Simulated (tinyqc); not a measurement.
Surface segregation during layer-by-layer epitaxy: two-layer exchange kinetics and the shape of quantum wells and delta layers: one step, computed by the program tinyqc. Command: `OMP_NUM_THREADS=1 python tinyqc.py 3024765 3024766 out.jsonl mbeseg walk`. One thread of a shared host (Intel(R) Xeon(R) Processor @ 2.30GHz), about 0.01 s of CPU time with the checks.

Atoms A and B exchange only between the growing layer and the one below it. B is supplied for N layers, then pure A follows.

Question. The second layer. Each layer is deposited complete with B share x_dep and then exchanges for the time tau = 1/G with the layer below, whose share is b (total c = s + b fixed): ds/dt = p1 b (1 - s) - p2 s (1 - b), s(0) = x_dep. With the roots s1 < s2 of the right side, (s - s1)/(s - s2) = [(s(0) - s1)/(s(0) - s2)] exp(-(p1 - p2)(s2 - s1) tau). The lower layer is then buried with c - s, and s becomes the b of the next layer. Layer 1 is deposited on pure A with share x0; with nothing to lift from below, take b = 0 and s(0) = x0 for it. Then layer 2 has x_dep = x0.

Inputs (values chosen for the exercise, close to those used for gallium in AlAs):
```
quantity                                   value      unit
growth rate G                               0.13  layers/s
share x0 of B in the flux during the well   0.57         -
layers in the well N                           6         -
temperature T                                620         C
```

p1 = 2.706845 1/s

p2 = 0.8855053 1/s

Give: share in layer 1 after its exchange; root s1 for layer 2; root s2 for layer 2; share in layer 2 after its exchange; share buried in layer 1.

Answer.

share in layer 1 after its exchange = 0.3944

root s1 for layer 2 = 0.6182

root s2 for layer 2 = 2.319

share in layer 2 after its exchange = 0.6182

share buried in layer 1 = 0.3462
